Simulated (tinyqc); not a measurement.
Capture times from two lifetimes.

Inverse problem. For a deep trap (n1 and p1 negligible) in p-type material tau_SRH = tn0 + tp0 dn/(N + dn). Find tn0, tp0 and the ratio sn/sp for equal thermal velocities.

Parameters, values chosen for the exercise:
- N = 3.7e14 cm^-3 (acceptor density)

tau_SRH at dn = 2e13 and 1e15 cm^-3 (s): 3.2475401e-5  4.5304228e-5

Solution. tau_SRH is a straight line in dn/(N + dn): the intercept is the capture time of the minority carrier and the slope that of the majority carrier.

tn0 = 3.15e-5 s
tp0 = 1.89e-5 s
sn/sp = 0.600

Program tinyqc, `OMP_NUM_THREADS=1 python tinyqc.py 2300044 2300045 out.jsonl`; Intel Xeon 2.30GHz, shared host, one thread, about 0.01 s.
